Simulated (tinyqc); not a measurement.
# Internal photoemission over an interface barrier: threshold and yield against field

Electrons are excited from a metal over the barrier Phi(F) = P0 - sqrt(q F/(4 pi eps0 ei)), whose top lies at xm = sqrt(q/(16 pi eps0 ei F)). The yield is Y = A (hv - Phi)^p exp(-xm/l), with A = 1 here.

The yield is taken at hv = 3.16 eV.

Inputs (values chosen for the exercise); dielectric values close to those of silicon dioxide:
- P0 = 2.86 eV (barrier at zero field)
- ei = 2.15 (image-force permittivity)
- p = 2 (exponent of the yield)
- l = 2.2 nm (scattering length in the image well)

Constants: q = 1.602176634e-19 C, eps0 = 8.8541878128e-14 F/cm where lengths are in cm. Results are converted to the units shown.

Results:
```
F (MV/cm)  sqrt(F) ((MV/cm)^0.5)  Phi (eV)  xm (nm)        Y
0.1                       0.3162     2.778    4.092  0.02270
0.35                      0.5916     2.707    2.187  0.07597
0.64                      0.8000     2.653    1.617   0.1232
1.2                        1.095     2.577    1.181   0.1990
2.1                        1.449     2.485   0.8929   0.3037
3.9                        1.975     2.349   0.6552   0.4884
7.2                        2.683     2.166   0.4822   0.7942
```

Estimate the missing row, F = 0.19 MV/cm.

Computed row:
```
F (MV/cm)  sqrt(F) ((MV/cm)^0.5)  Phi (eV)  xm (nm)        Y
0.19                      0.4359     2.747    2.969  0.04421
```

With this row back in the table: Phi is linear in sqrt(F) with slope -0.259 eV and intercept P0 = 2.86 eV. The yield grows by a factor of 35.0, of which 5.16 comes from less scattering, as xm shrinks from 4.09 to 0.482 nm, and the rest from the lower barrier.

Program tinyqc, `OMP_NUM_THREADS=1 python tinyqc.py 2410146 2410147 out.jsonl`; Intel Xeon 2.30GHz, shared host, one thread, about 0.01 s.
